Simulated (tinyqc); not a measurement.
Hubbard chain of 3 sites, step by step. One step of it, computed by the program tinyqc.

Problem. Mean-field iteration 1. H(up) = T + U n(down), H(down) = T + U n(up); fill the lowest levels; n(new) = n + mixing (n(out) - n); E = tr T (rho up + rho down) + U sum n_up n_down of the output.

one-body matrix (hopping and site energies) (eV), lower triangle:
```
           1          2         3
1  -0.390000
2  -0.560000   0.370000
3   0.000000  -0.560000  0.150000
```

U = 11.800000 eV

electrons, up and down: 1  1

mixing = 1

n(up) at the start (a guess, not normalised): 1 0.333000, 2 0.333000, 3 0.333000

n(down) at the start (a guess): 1 0.333000, 2 0.333000, 3 0.333000

Give: levels, up; levels, down; energy; n(up) after iteration 1; n(down) after iteration 1.

Solution.

levels, up (eV): 3.1519  3.8589  4.9074

levels, down (eV): 3.1519  3.8589  4.9074

energy = 3.8831 eV

n(up) after iteration 1: 1 0.6049, 2 0.2896, 3 0.1056

n(down) after iteration 1: 1 0.6049, 2 0.2896, 3 0.1056
